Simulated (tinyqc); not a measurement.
# Width from the threshold shift

Problem. Undoped body with a flat potential across it, hard walls, transport along x. One isotropic valley (g = 1, mx = my = mz = me). Non-parabolicity enters the subband edges through E (1 + al E) = gamma, so E = 2 gamma/(1 + sqrt(1 + 4 al gamma)); motion within a subband is taken as parabolic with the band-edge mass. Energies are counted from the bulk band edge. gamma = C pi^2 [a^2/(my (t + dl)^2) + b^2/(mz (H + dl)^2)], C = hbar^2/(2 m0). Each subband has N_k = g sqrt(2 mx m0 kB T/(pi hbar^2)); without degeneracy n = exp(EF/Vt) sum N_k exp(-E_k/Vt). Classical value Nc times t H, Nc = sum over valleys of 2 g (m m0 kB T/(2 pi hbar^2))^1.5 with m = (mx my mz)^(1/3). Threshold shift dVT = Vt ln(classical value/sum N_k exp(-E_k/Vt)). Find t and the lowest subband edge.

Parameters, values chosen for the exercise; masses close to those of InAs: temperature T = 300 K; mass at the band edge me = 0.0233 m0; non-parabolicity al = 2.7 1/eV; widening of the box by penetration into the insulator dl = 0 nm; height (along z) H = 12.6 nm.

Constants: q = 1.602176634e-19 C, kB = 1.380649e-23 J/K, hbar = 1.054571817e-34 J s, m0 = 9.1093837015e-31 kg, Vt = kB T/q, hbar^2/(2 m0) = 0.0380998212 eV nm^2. Results are converted to the units shown.

dVT = 158.26862 mV

Solution. dVT is evaluated for trial values of t with all subbands; between 1.5 and 25 nm one value matches.

t = 8.40 nm
E_1 = 211 meV

Program tinyqc, `OMP_NUM_THREADS=1 python tinyqc.py 2350022 2350023 out.jsonl`; Intel Xeon 2.30GHz, shared host, one thread, about 0.08 s.
